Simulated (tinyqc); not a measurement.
# Which input was changed?

Model: velocity overshoot from momentum and energy balance equations after a field step. Computed by tinyqc, a small Python program. Command: `OMP_NUM_THREADS=1 python tinyqc.py 3022925 3022926 out.jsonl overshoot which`. One thread of a shared host (Intel(R) Xeon(R) Processor @ 2.30GHz), about 0.1 s of CPU time with the checks.

At t = 0 the field jumps from 0 to F in a uniform sample. v is the drift velocity and u = w - (3/2) k_B T the excess energy per carrier.

Inputs (values chosen for the exercise, modelled on electrons in 4H-SiC except for tau_E):
```
quantity                      value        unit
effective mass m               0.35         m_0
low-field mobility mu_0         930  cm^2/(V s)
saturation velocity v_s         2.1    1e7 cm/s
energy relaxation time tau_E   0.75          ps
field after the step F           20       kV/cm
lattice temperature T           300           K
time step dt                     10          fs
```

Scheme: explicit Euler.

Constants: m_0 = 9.1093837015e-31 kg; e = 1.602176634e-19 C; k_B = 8.617333262e-05 eV/K.

Method:
- dv/dt = e F/m - v/tau_m(u), du/dt = e F v - u/tau_E, tau_m(u) = tau_0/(1 + c u), tau_0 = m mu_0/e, c = mu_0/(e tau_E v_s^2); this choice gives the steady state v (1 + mu_0 F v/v_s^2) = mu_0 F, which saturates at v_s. Steady velocity v = 2 mu_0 F/(1 + sqrt(1 + 4 (mu_0 F/v_s)^2)); u = e F v tau_E; carrier temperature T + 2u/(3 k_B), neglecting the drift energy m v^2/2.
- Step: v_new = v + dt (e F/m - v/tau_m(u)), u_new = u + dt (e F v - u/tau_E). Start v = u = 0; the distance adds dt (v + v_new)/2.
- Run to 8 times the larger of tau_E and tau_0, but at most 20001 steps, and stop early if |v| > 1000 v_s or u < -1/(2c); the run is accepted if the last v is within 0.5 % of the steady value.

Question. One of these inputs alone was changed, within the range given: effective mass m (0.175 to 0.7); low-field mobility mu_0 (465 to 1860); saturation velocity v_s (1.05 to 4.2); energy relaxation time tau_E (0.375 to 1.5). Which one, and to what value?

Results:
```
run     peak over steady velocity  peak velocity (1e7 cm/s)  steady carrier temperature (K)
before                   1.240155                  1.520460                        1722.742
after                    1.259675                  1.544392                        1722.742
```

Answer.

Each candidate set to reproduce peak over steady velocity, and what it then gives:
```
candidate                             range searched  value needed  peak velocity (1e7 cm/s)  steady carrier temperature (K)
effective mass m (m_0)                  0.175 to 0.7        0.2980                    1.5444                          1722.7
low-field mobility mu_0 (cm^2/(V s))     465 to 1860          1011                    1.6067                          1780.1
saturation velocity v_s (1e7 cm/s)       1.05 to 4.2         1.991                    1.5022                          1683.8
energy relaxation time tau_E (ps)       0.375 to 1.5        0.8915                    1.5444                          1991.2
```

Only effective mass m fits every result: it went from 0.35 to 0.298 m_0. The next best candidate, saturation velocity v_s, misses one result by 2.7 %.
